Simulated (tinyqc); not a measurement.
Density and mobility of a removed layer (differential Hall).

Problem. For layers in parallel the sheet conductance g = 1/Rs and the product g mu_H (mu_H signed, unit Hall factors) are additive. Find the sheet density and mobility of the layer that was removed, and its share of the conductance.

Constants: q = 1.602176634e-19 C. Results are converted to the units shown.

Rs before and after removing the top layer (ohm/square): [95.144955, 103.16544]
apparent mobility before and after, signed (cm^2/(V s)): [103.78049, 110]

Solution. The differences give g1 = q n mu and g1 mu = q n mu^2; their ratio is mu and g1^2/(q g1 mu) is n.

sheet density = 1.70e14 cm^-2
mobility = 30.0 cm^2/(V s)
share of the conductance = 7.77 %

Computed by the program tinyqc: `OMP_NUM_THREADS=1 python tinyqc.py 2850204 2850205 out.jsonl`, one thread of a shared Intel Xeon 2.30GHz, about 0.04 s for the whole run.
